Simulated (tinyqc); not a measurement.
Worked calculation: tight binding, kagome lattice. One step of it, computed by the program tinyqc.

Problem. Bloch Hamiltonian at K. H_AB = -t1 - t2 exp(-i k.a1), H_AC = -t1 - t2 exp(-i k.a2), H_BC = -t1 - t2 exp(i k.(a1 - a2)), H_CC = delta.

Parameters chosen for this model:
```
parameter     value                unit
t1         0.760000    eV, up triangles
t2         0.760000  eV, down triangles
delta             0        eV on site C
```

k point K (fractions of the reciprocal vectors): [0.333333, 0.666667]

Give: H(k) at K.

Solution.

H(k) at K (eV), order A, B, C:
```
[[0.0000, -0.3800+0.6582i, -0.3800-0.6582i],
 [-0.3800-0.6582i, 0.0000, -0.3800+0.6582i],
 [-0.3800+0.6582i, -0.3800-0.6582i, 0.0000]]
```
